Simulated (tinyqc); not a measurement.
Photoconductance decay in a wafer: bulk and surface recombination modes, and iron detection by pair splitting: one step, computed by the program tinyqc.

Both faces of the wafer have the same S; injection is low and all coefficients are constant. x runs from -W/2 to W/2.

Problem. Effective lifetime. Even modes cos(a x) obey b tan b = S W/(2 D) with b = a W/2, odd modes sin(a x) obey -b cot b = S W/(2 D); each decays at the rate 1/tau_b + D a^2. tau_eff is the decay time of the first mode. The surface time is 1/(D a^2) of that mode; shortcuts for it are W/(2 S), W^2/(pi^2 D) and their sum, whose error is sum/surface time - 1.

Inputs (values chosen for the exercise, modelled on p-type silicon):

| quantity | value | unit |
|---|---|---|
| thickness W | 150 | micrometre |
| diffusivity D | 20.7 | cm^2/s |
| bulk lifetime tau_b without iron | 78 | microsecond |
| surface recombination velocity S | 580 | cm/s |

Give: tau_eff; surface time; W/(2 S); W^2/(pi^2 D); error of the sum; tau_eff/tau_b.

Solution.

tau_eff = 11.76 microsecond

surface time = 13.85 microsecond

W/(2 S) = 12.93 microsecond

W^2/(pi^2 D) = 1.101 microsecond

error of the sum = 1.325 %

tau_eff/tau_b = 0.1508

The surfaces are slow against diffusion, so W/(2 S) is the larger part. tau_eff is only 0.15 of tau_b, so it understates the bulk lifetime.
